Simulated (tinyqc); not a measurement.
Thin-film transistor with exponential tail and deep states, accumulation layer: two steps of the calculation.

An undoped film in accumulation, thicker than the space-charge layer. With band bending psi the Fermi level lies E0 - psi below the band edge. Free electrons n = n0 exp(psi/Vt) carry the current; electrons in two exponential distributions of traps, a = a0 exp(psi/Va) and d = d0 exp(psi/Vp), do not. Linear regime, ohmic contacts, traps in equilibrium.

Values chosen for this exercise; values close to those of an organic semiconductor: temperature T = 290 K; relative permittivity of the semiconductor eps_r = 3.2; density of extended states Nc = 1.2e20 cm^-3; total density of tail states Nt = 1.1e20 cm^-3; characteristic temperature of the tail Tt = 430 K; total density of deep states Nd = 3e17 cm^-3; characteristic temperature of the deep states Td = 1240 K; bulk Fermi level below the band edge E0 = 0.64 eV; gate capacitance Ci = 12 nF/cm^2; gate voltage above flat band Vg = 14 V.

Constants: q = 1.602176634e-19 C, kB = 1.380649e-23 J/K, Vt = kB T/q, eps0 = 8.8541878128e-14 F/cm where lengths are in cm. Results are converted to the units shown.

Problem 1. Bulk densities. Va = kB Tt/q, Vp = kB Td/q; n0 = Nc exp(-E0/Vt), a0 = Nt th(T/Tt) exp(-E0/Va), d0 = Nd th(T/Td) exp(-E0/Vp), th(x) = pi x/sin(pi x).

Give: Va; Vp; th(T/Tt); n0; a0; d0.

Solution 1.

Va = 0.037055 V
Vp = 0.10685 V
th(T/Tt) = 2.4822
n0 = 9.0555e8 cm^-3
a0 = 8.6130e12 cm^-3
d0 = 8.2366e14 cm^-3

Problem 2. Surface potential by Newton steps. Va = kB Tt/q, Vp = kB Td/q. G(psi) = sum over the three kinds of c0 [V (exp(psi/V) - 1) - psi], field F = sqrt(2 q G/(eps0 eps_r)); Vg = psi + eps0 eps_r F/Ci at the surface. f = psi + eps0 eps_r F/Ci - Vg, f' = 1 + q rho/(Ci F) with rho = sum c0 (exp(psi/V) - 1); psi(new) = psi - f/f'.

psi at the start = 0.69 V
n0 = 9.0554940e8 cm^-3
a0 = 8.6130309e12 cm^-3
d0 = 8.2365894e14 cm^-3

Wanted: F; f; f'; psi after iteration 1.

Solution 2.

F = 8322 kV/cm
f = 183.2 V
f' = 3114
psi after iteration 1 = 0.6312 V

Computed by the program tinyqc: `OMP_NUM_THREADS=1 python tinyqc.py 2610067 2610068 out.jsonl`, one thread of a shared Intel Xeon 2.30GHz, about 0.02 s for the whole run.
